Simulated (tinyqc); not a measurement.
In-plane mass from two subband densities.

Inverse problem. At zero temperature each occupied subband holds N_k = D (EF - E_k), D = 2 md m0 q/(pi hbar^2) per eV (two valleys). Two subbands are occupied. Find md, EF - E1 and EF - E2.

Constants: q = 1.602176634e-19 C, hbar = 1.054571817e-34 J s, m0 = 9.1093837015e-31 kg. Results are converted to the units shown.

N1, N2 (cm^-2): 2.1781905e12  2.4e11
E2 - E1 = 11.1 meV

Solution. N1 - N2 = D (E2 - E1) gives D and so md; each N_k/D is a distance to EF.

md = 0.2090 m0
EF - E1 = 12.47 meV
EF - E2 = 1.374 meV

Program tinyqc, `OMP_NUM_THREADS=1 python tinyqc.py 2140149 2140150 out.jsonl`; Intel Xeon 2.30GHz, shared host, one thread, about 0.3 s.
